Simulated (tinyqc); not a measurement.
## MESFET, gradual channel with velocity saturation: effect of the low-field mobility at this doping on saturation

A uniformly doped n-type channel, depleted from the top by a Schottky gate; at channel potential V the depleted share of a is u = sqrt((Vbi - Vg + V)/Vp), s at the source. Electrons drift with v = mu E/(1 + mu E/vsat). Abrupt depletion edge, no series resistance, source at 0.

Vbi = phiB - Vt ln(Nc/Nd); Vp = q Nd a^2/(2 eps0 eps_r); G0 = q mu Nd a W/L; Z = mu Vp/(vsat L); s = sqrt((Vbi - Vg)/Vp). I = (G0 Vp/3) F/(1 + Z (u^2 - s^2)), F = 3 (u^2 - s^2) - 2 (u^3 - s^3), with u at V = Vd; Z = 0 gives constant mobility, for which u stops at 1. The current peaks at u = um, the root of (1 - u)(1 + Z (u^2 - s^2)) = Z F/3; beyond Vdsat = Vp (um^2 - s^2) it is held at that value. gm = G0 (um - s)/(1 + Z (um^2 - s^2)).

Inputs (values chosen for the exercise); material values close to those of indium phosphide: temperature T = 300 K; relative permittivity of the semiconductor eps_r = 12.3; conduction-band density of states at T Nc = 5.63e17 cm^-3; donor density of the channel Nd = 2.2e16 cm^-3; channel thickness a = 380 nm; saturation velocity vsat = 1e7 cm/s; gate length L = 10 um; gate width W = 50 um; Schottky barrier phiB = 0.78 V; gate voltage Vg = 0 V.

Constants: q = 1.602176634e-19 C, kB = 1.380649e-23 J/K, Vt = kB T/q, eps0 = 8.8541878128e-14 F/cm where lengths are in cm. Results are converted to the units shown.

Effect of the low-field mobility at this doping on saturation:
```
mu (cm^2/(V s))        Z       um  Vdsat (V)  Isat (mA)  Isat for Z = 0 (mA)  gm (mS)
680              0.15890  0.97938     1.5452    0.13809              0.15305  0.17867
1100             0.25704  0.96847     1.4956    0.21116              0.24758  0.26737
1800             0.42062  0.95258     1.4242    0.31758              0.40513  0.39028
3000             0.70103  0.93020     1.3258    0.46747              0.67521  0.55251
5000              1.1684  0.90169     1.2037    0.65841               1.1254  0.74390
8300              1.9395  0.86826     1.0655    0.88225               1.8681  0.95116
14000             3.2715  0.83034    0.91494     1.1362               3.1510   1.1695
```

As mu goes from 680 to 14000 cm^2/(V s), Vdsat falls from 1.55 to 0.915 V, Isat rises from 0.138 to 1.14 mA and gm rises from 0.179 to 1.17 mS. Isat is 0.902 of the constant-mobility value in the first row and 0.361 in the last.

Program tinyqc, `OMP_NUM_THREADS=1 python tinyqc.py 2500021 2500022 out.jsonl`; Intel Xeon 2.30GHz, shared host, one thread, about 0.04 s.
